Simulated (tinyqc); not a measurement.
Inside a calculation. Model: surface Green function of a chain with one s and one p orbital a site, Sancho-Rubio decimation.

Numbers from tinyqc (`OMP_NUM_THREADS=1 python tinyqc.py 2680026 2680027 out.jsonl`; about 0.05 s on one thread of a shared Intel Xeon 2.30GHz). Printed values are rounded.

A semi-infinite lead of cells 0, 1, 2, ... with H0 inside a cell and H1 = <cell i|H|cell i + 1>. H1 = [[-vss, vsp], [-vsp, vpp]]. z = E + i eta.

Values chosen for this exercise:
- es = -2.23 eV (s level)
- ep = 0.37 eV (p level)
- vss = 1 eV (s-s hopping (enters as -vss))
- vpp = 1.08 eV (p-p hopping (enters as +vpp))
- vsp = 0.83 eV (s-p hopping)
- E = -2.85 eV (energy)
- eta = 0.1 eV (broadening)

## The blocks

Read off from the list of hoppings.

H0 (eV):
```
       s     p
s  -2.23     0
p      0  0.37
```

H1 (eV):
```
       s     p
s     -1  0.83
p  -0.83  1.08
```

## Round 1: decimation

Start with e_s = e = H0, a = H1, b = H1^dagger. Each round: g = (z - e)^(-1); e_s <- e_s + a g b; e <- e + a g b + b g a; a <- a g a; b <- b g b (all with the old a, b). Round k joins cells 2^k apart.

g (1/eV):
```
                   s                  p
s  -1.57201-0.25355i   0.00000+0.00000i
p   0.00000+0.00000i  -0.31026-0.00964i
```

e_s after round 1 (eV):
```
                   s                  p
s  -4.01575-0.26019i  -1.58288-0.21908i
p  -1.58288-0.21908i  -1.07484-0.18591i
```

e after round 1 (eV):
```
                   s                  p
s  -5.80149-0.52038i   0.00000+0.00000i
p   0.00000+0.00000i  -2.51969-0.37182i
```

a after round 1 (eV):
```
                   s                 p
s  -1.35827-0.24691i  1.02665+0.20181i
p  -1.02665-0.20181i  0.72107+0.16343i
```

b after round 1 (eV):
```
                   s                  p
s  -1.35827-0.24691i  -1.02665-0.20181i
p   1.02665+0.20181i   0.72107+0.16343i
```

## Round 2: decimation

As before.

g (1/eV):
```
                  s                  p
s  0.32448-0.06820i   0.00000+0.00000i
p  0.00000+0.00000i  -0.99576-1.42234i
```

e_s after round 2 (eV):
```
                   s                  p
s  -3.81076-2.01807i  -1.36927-1.45760i
p  -1.36927-1.45760i  -0.87370-1.05680i
```

e after round 2 (eV):
```
                   s                  p
s  -5.39152-4.03613i   0.00000+0.00000i
p   0.00000+0.00000i  -2.11741-2.11360i
```

a after round 2 (eV):
```
                  s                  p
s  1.04420+1.94983i  -0.73097-1.39749i
p  0.73097+1.39749i  -0.51295-1.00158i
```

b after round 2 (eV):
```
                   s                  p
s   1.04420+1.94983i   0.73097+1.39749i
p  -0.73097-1.39749i  -0.51295-1.00158i
```

## Round 3: decimation

As before.

g (1/eV):
```
                    s                    p
s  0.107843-0.175506i   0.000000+0.000000i
p  0.000000+0.000000i  -0.134750-0.407158i
```

e_s after round 3 (eV):
```
                   s                  p
s  -2.36551-0.80072i  -0.34652-0.58027i
p  -0.34652-0.58027i  -0.15004-0.42463i
```

e after round 3 (eV):
```
                   s                  p
s  -2.50102-1.60145i   0.00000+0.00000i
p   0.00000+0.00000i  -0.67009-0.84926i
```

a after round 3 (eV):
```
                     s                   p
s  -0.600760+0.612689i  0.433342-0.433358i
p  -0.433342+0.433358i  0.312518-0.306457i
```

b after round 3 (eV):
```
                     s                    p
s  -0.600760+0.612689i  -0.433342+0.433358i
p   0.433342-0.433358i   0.312518-0.306457i
```

## Course of the decimation

Stop when the largest entry of a and b is below 1e-12 eV, or after 60 rounds. The last column is -Im Tr (z - e_s)^(-1)/pi. At the end g_s = (z - e_s)^(-1), and the bulk Green function is (z - e)^(-1).

Course of the iteration:
```
round  largest |a|, |b| (eV)  surface density of states (1/eV)
1                       1.38                         0.0510847
2                       2.21                         0.0982586
3                      0.858                          0.249239
4                      0.354                          0.371881
5                     0.0995                          0.335285
6                    6.86e-3                          0.332700
7                    3.24e-5                          0.332716
8                   7.25e-10                          0.332716
9                    < 1e-12                          0.332716
```

Converged in 9 rounds, which stand for 2^9 cells. E lies inside a band (1 open mode(s)), where only eta damps the waves, over about v/eta cells with v the group velocity in eV a cell.

## Self-energy, Dyson check and densities of states

converged surface Green function g_s (1/eV):
```
                     s                    p
s  -0.001142-0.977545i   0.230672-0.221248i
p   0.230672-0.221248i  -0.286979-0.067712i
```

converged bulk Green function (1/eV):
```
                    s                    p
s  0.236892-0.616227i   0.000000+0.000000i
p  0.000000+0.000000i  -0.475211-0.223966i
```

Sigma = H1 g_s H1^dagger is what the lead adds to one more cell, and (z - H0 - Sigma)^(-1) must give g_s back. Densities of states: -Im of the diagonals over pi.

Sigma (eV):
```
                     s                    p
s  -0.581757-0.656920i  -0.666231-0.480694i
p  -0.666231-0.480694i  -0.749067-0.355757i
```

(z - H0 - Sigma)^(-1) (1/eV):
```
                     s                    p
s  -0.001142-0.977545i   0.230672-0.221248i
p   0.230672-0.221248i  -0.286979-0.067712i
```

```
orbital  surface density of states (1/eV)  bulk density of states (1/eV)
s                                0.311162                       0.196151
p                                0.021554                       0.071291
```

The surface cell holds 0.333 states per eV against 0.267 for a bulk cell.
